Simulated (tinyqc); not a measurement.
Raising U: Hubbard chain of 4 sites, mean field against exact. Computed by the program tinyqc. Command: `OMP_NUM_THREADS=1 python tinyqc.py 115730 115731 out.jsonl`; one thread of a shared host (Intel(R) Xeon(R) Processor @ 2.60GHz), about 4 s.

one-body matrix (hopping and site energies) (eV):
```
,1,2,3,4
1,-0.2300,-1.3400,0.0000,0.0000
2,-1.3400,0.3100,-1.3400,0.0000
3,0.0000,-1.3400,-0.2700,-1.3400
4,0.0000,0.0000,-1.3400,-0.4600
```

electrons, up and down: 2  2

Collinear unrestricted mean field (the lowest of 40 random starts) against exact diagonalisation.

Exact and mean-field results (eV):
```
U,U/t,E exact,E mean field,mean |n_up - n_down|,"double occupancy, exact",first gap in the sector
0.6700,0.5000,-6.050218,-6.016238,0.0000,0.2267,1.4482
1.3400,1.0000,-5.477174,-5.341500,0.0000,0.2011,1.2963
2.6800,2.0000,-4.528448,-4.026153,0.3847,0.1540,1.0511
4.0200,3.0000,-3.811601,-3.136143,0.6917,0.1151,0.8651
5.3600,4.0000,-3.277513,-2.582088,0.8175,0.0857,0.7236
8.0400,6.0000,-2.573288,-1.968294,0.9171,0.0497,0.5329
10.7200,8.0000,-2.149231,-1.646096,0.9532,0.0313,0.4164
16.0800,12.0000,-1.679953,-1.317421,0.9792,0.0152,0.2865
26.8000,20.0000,-1.278121,-1.051450,0.9925,0.0057,0.1749
```

In absolute terms mean field is worst at U/t = 4.0, 0.695 eV too high: at small U it is nearly exact, and at large U it misses only exchange-scale energies. Its local moments set in at U/t = 2.0 of those listed, a broken symmetry that the exact state of a finite cluster with equal spins does not have. Relative to the exact energy its error is 0.6 % at the smallest U, 24 % at most and 18 % at the largest. The double occupancy falls from 0.227 to 0.006.
